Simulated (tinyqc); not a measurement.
## Inductance and parasitic capacitance from two readings

Problem. A loss-free coil L in parallel with C shows the apparent inductance L/(1 - w^2 L C), w = 2 pi f. Find L, C and the self-resonance 1/(2 pi sqrt(L C)).

apparent inductance at 2.9 and 5.9 GHz (nH): [3.9327341, 7.7394348]

Answer. The inverse of the reading is 1/L - w^2 C, a straight line in w^2.

L = 3.400 nH
C = 120.0 fF
self-resonance = 7.879 GHz

Numbers from tinyqc (`OMP_NUM_THREADS=1 python tinyqc.py 2302225 2302226 out.jsonl`; about 0.01 s on one thread of a shared Intel Xeon 2.30GHz).
